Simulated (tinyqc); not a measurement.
What each parameter does: heterojunction of two tight-binding chains.

Left chain: hopping -t1, sites at 2 t1 (band bottom 0). Right chain: hopping -t2, sites at dE + 2 t2 (bottom dE). t = c/(m a^2), c = hbar^2/2m0. The bond across the interface is -tc with tc = f sqrt(t1 t2), and the last left site has the extra energy U. In a chain E = bottom + 2t (1 - cos(ka)); the surface Green function of a half chain is g = -exp(ika)/t, with Im k > 0 where cos(ka) > 1.

Constants: hbar^2/2m0 = 3.80998211 eV angstrom^2.

Values chosen for the exercise (masses and offset of the size met at InAs / GaSb; not measured data):

| symbol | value | unit | meaning |
|---|---|---|---|
| a | 2.8 | angstrom | site spacing |
| m1 | 0.025 | m0 | mass on the left |
| m2 | 0.044 | m0 | mass on the right |
| dE | 0.84 | eV | band offset |
| f | 0.99 |  | factor on the interface hopping |
| U | 0 | eV | extra energy on the last left site |
| E | 0.98 | eV | electron energy |

T = 4 Im(S1) Im(S2) |G|^2 with G = 1/(E - 2 t1 - U - S1 - S2), S1 = -t1 exp(i k1 a), S2 = -(tc^2/t2) exp(i k2 a).

One parameter was then changed.

Results before and after:

| case | T | k1 a | k2 a |
|---|---|---|---|
| base | 0.8852 | 0.2250 | 0.1126 |
| changed | 0.9111 | 0.2250 | 0.1234 |

Which of these changes was made? (a) U = 0.2 eV; (b) dE = 0.79 eV; (c) m2 = 0.0528 m0; (d) a = 2.24 angstrom; (e) f = 0.891; (f) m1 = 0.03 m0.

Answer: (c) m2 = 0.0528 m0. Of the candidates, run in turn, only this one gives the changed row.

All candidates:

| case | T | k1 a | k2 a |
|---|---|---|---|
| base | 0.8852 | 0.2250 | 0.1126 |
| m1 = 0.03 m0 | 0.8570 | 0.2466 | 0.1126 |
| m2 = 0.0528 m0 | 0.9111 | 0.2250 | 0.1234 |
| dE = 0.79 eV | 0.9271 | 0.2250 | 0.1313 |
| f = 0.891 | 0.6027 | 0.2250 | 0.1126 |
| U = 0.2 eV | 0.8842 | 0.2250 | 0.1126 |
| a = 2.24 angstrom | 0.8839 | 0.1799 | 0.0901 |

tinyqc: `OMP_NUM_THREADS=1 python tinyqc.py 1481711 1481712 out.jsonl`; about 0.01 s, one thread, shared Intel(R) Xeon(R) Processor @ 2.30GHz.
